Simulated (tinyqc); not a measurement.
# Off-state leakage of single and stacked transistors: leakage components against the temperature

n-channel devices of unit width. Subthreshold current I(Vg, Vs, Vd) = I0 (T/300 K)^0.5 exp[(Vg - Vs - VT(T) - gb (Vs - Vb) + dd (Vd - Vs))/(nf Vt)] (1 - exp(-(Vd - Vs)/Vt)), VT(T) = VT - cT (T - 300 K). Gate-edge tunnelling Ig (Vd/1 V) exp(ag (Vd - 1 V)), for a gate at 0 V, and band-to-band leakage Ab u exp(-Bb/u), u = Vd - Vb + 1 V, flow at a drain held at V; both are taken as independent of T. In a stack of off transistors (all gates at 0 V) the same subthreshold current passes through each.

One transistor with Vg = Vs = 0, Vd = V; stack factor I(one)/I(two in series).

Values chosen for this exercise; values of the order met in bulk silicon logic transistors: supply voltage V = 0.9 V; threshold at 300 K, zero drain and body bias VT = 0.5 V; fall of the threshold with temperature cT = 0.9 mV/K; current at threshold at 300 K I0 = 0.17 uA/um; slope factor nf = 1.54; drain-induced lowering per volt dd = 0.13; rise of the threshold per volt of source-body bias gb = 0.15; gate-edge tunnelling current at 1 V Ig = 0.0008 uA/um; exponential slope of the gate current ag = 4.4 1/V; prefactor of band-to-band leakage at the drain Ab = 50 uA/(um V); its exponential voltage Bb = 29 V; body voltage Vb = -0.6 V.

Constants: q = 1.602176634e-19 C, kB = 1.380649e-23 J/K, Vt = kB T/q. Results are converted to the units shown.

The same in every row: gate edge (nA/um) = 0.4637; band-to-band (nA/um) = 1.146.

Results:
```
T (K),subthreshold (nA/um),total (nA/um),stack factor,largest part
250,2.571e-5,1.609,25.04,band-to-band
275,2.065e-4,1.610,18.86,band-to-band
300,0.001177,1.611,14.93,band-to-band
325,0.005147,1.615,12.28,band-to-band
350,0.01828,1.628,10.41,band-to-band
400,0.1444,1.754,7.993,band-to-band
425,0.3390,1.948,7.185,band-to-band
```

Estimate the missing row, T = 375 K.

Computed row:
```
T (K),subthreshold (nA/um),total (nA/um),stack factor,largest part
375,0.05497,1.664,9.033,band-to-band
```

With this row back in the table: As T goes from 250 to 425, the total leakage rises from 1.61 to 1.95 nA/um. The band-to-band part leads at T = 250 and in all other rows. The subthreshold part doubles every 20.3 K between the last two rows. The reduction by a stack of two falls from 25.0 to 7.19, for the subthreshold part alone.

Numbers from tinyqc (`OMP_NUM_THREADS=1 python tinyqc.py 2242236 2242237 out.jsonl`; about 0.03 s on one thread of a shared Intel Xeon 2.30GHz).
